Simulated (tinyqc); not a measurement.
What moves the results: thresholds of impact ionisation and Auger recombination from band masses. A value that a table varies takes the place of the one given here.

Parabolic bands, no phonon. At threshold the three slow carriers share one velocity. With M their total mass and m4 the mass of the fast carrier, the fast carrier has the kinetic energy E_T = G M/(M - m4) and the slow ones together E_a = G m4/(M - m4), the activation energy of the Auger rate. CCCH (fast electron): G = Eg, M = 2 me + mh, m4 = me. CHHS (hole into the split-off band): G = Eg - Dso, M = 2 mh + me, m4 = ms; this form holds for Eg > Dso (below, the process needs about Dso - Eg and is marked by a dash). CHHL (hole into the light band): G = Eg, M = 2 mh + me, m4 = ml. CHHH (fast heavy hole): G = Eg, M = 2 mh + me, m4 = mh.

Non-parabolic fast electron: E (1 + alpha E) = c k^2/me with alpha = (1 - me)^2/Eg; the slow carriers stay parabolic, so E_T = Eg + me E_T (1 + alpha E_T)/M, M = 2 me + mh (the root between Eg and 1.9 Eg).

Constants: kB = 8.617333262e-05 eV/K; hc = 1239.841984 eV nm.

Inputs chosen for the exercise (near those of InAs, gap at low temperature and not tied to T; not measured data):
- Eg = 0.426 eV (gap at Gamma to the s-like level)
- Dso = 0.392 eV (spin-orbit splitting)
- me = 0.0267 m0 (electron mass at Gamma)
- mh = 0.39 m0 (heavy-hole mass)
- ms = 0.146 m0 (split-off mass)
- ml = 0.027 m0 (light-hole mass)
- T = 200 K (temperature)

## The gap of an alloy series

Eg is varied with me and ml proportional to it; mh, ms and Dso are kept. E_a of three processes; wavelength hc/Eg.

Results:

| Eg (eV) | wavelength (micrometre) | me | CCCH (meV) | CCCH non-parabolic (meV) | CHHS (meV) | CHHL (meV) | log10 exp(-E_a/kT), non-parabolic |
|---|---|---|---|---|---|---|---|
| 0.128 | 9.69 | 0.0080 | 2.6 | 5.3 | - | 1.3 | -0.13 |
| 0.213 | 5.82 | 0.0134 | 7.0 | 14.9 | - | 3.7 | -0.38 |
| 0.320 | 3.87 | 0.0201 | 15.7 | 34.1 | - | 8.3 | -0.86 |
| 0.426 | 2.91 | 0.0267 | 27.3 | 61.1 | 7.5 | 14.8 | -1.54 |
| 0.532 | 2.33 | 0.0333 | 41.9 | 96.6 | 30.6 | 23.0 | -2.43 |
| 0.682 | 1.82 | 0.0427 | 67.4 | 161.9 | 62.6 | 37.8 | -4.08 |
| 0.852 | 1.46 | 0.0534 | 102.6 | 258.9 | 97.7 | 59.0 | -6.52 |

What can be read from the table?

E_a of CCCH goes nearly as Eg^2 (power 1.94 over the table), as both G and me grow; the non-parabolic value goes with the power 2.05, and its Boltzmann factor spans 6.4 decades; rows with E_a far above kT are formal, since phonon-assisted processes and side valleys rule there. CHHS is resonant at Eg = Dso = 0.392 eV, with no activation, and is the easiest process near there; it has the lowest E_a of the parabolic values for Eg = 0.426 eV.

## The mass ratio

mu = me/mh is varied; thresholds in units of Eg for ionisation started by an electron, (1 + 2 mu)/(1 + mu), and by a heavy hole, (2 + mu)/(1 + mu).

Results:

| mu | electron (Eg) | hole (Eg) | electron (eV) | hole (eV) |
|---|---|---|---|---|
| 0.021 | 1.0206 | 1.9794 | 0.435 | 0.843 |
| 0.030 | 1.0291 | 1.9709 | 0.438 | 0.840 |
| 0.035 | 1.0338 | 1.9662 | 0.440 | 0.838 |
| 0.068 | 1.0637 | 1.9363 | 0.453 | 0.825 |
| 0.100 | 1.0909 | 1.9091 | 0.465 | 0.813 |
| 0.110 | 1.0991 | 1.9009 | 0.468 | 0.810 |
| 1.000 | 1.5000 | 1.5000 | 0.639 | 0.639 |

How do the results move?

The two thresholds add up to 3 Eg in every row and are equal, 3/2 Eg, at mu = 1. The lighter carrier has the lower threshold; in the first row the two differ by 0.408 eV, which would favour one carrier in avalanche multiplication. Real ionisation rates depend on the whole band structure and can be nearly equal although the edge masses differ.

## What each parameter does

Activation energies. Each row changes one parameter from the base and keeps the others.

Results:

| case | CCCH (meV) | CCCH non-parabolic (meV) | CHHL (meV) |
|---|---|---|---|
| base | 27.30 | 61.10 | 14.75 |
| Eg = 0.3834 eV | 24.57 | 54.99 | 13.28 |
| Dso = 0.3528 eV | 27.30 | 61.10 | 14.75 |
| me = 0.0294 m0 | 29.86 | 67.64 | 14.70 |
| mh = 0.429 m0 | 24.96 | 55.12 | 13.41 |
| ms = 0.1606 m0 | 27.30 | 61.10 | 14.75 |
| ml = 0.0243 m0 | 27.30 | 61.10 | 13.23 |

What can be read from the table?

The largest shifts from the base row, up to three for each result and ties (the steps differ in size, so this ranks the rows, not the parameters). CCCH (meV): Eg -2.73, me +2.57, mh -2.34; unchanged at the printed digits by Dso, ms and ml. CCCH non-parabolic (meV): me +6.53, Eg -6.11, mh -5.98; unchanged at the printed digits by Dso, ms and ml. CHHL (meV): ml -1.52, Eg -1.48, mh -1.34; unchanged at the printed digits by Dso and ms.

Program tinyqc; command `OMP_NUM_THREADS=1 python tinyqc.py 1880214 1880215 out.jsonl`; about 0.01 s on one thread of a shared Intel(R) Xeon(R) Processor @ 2.30GHz.
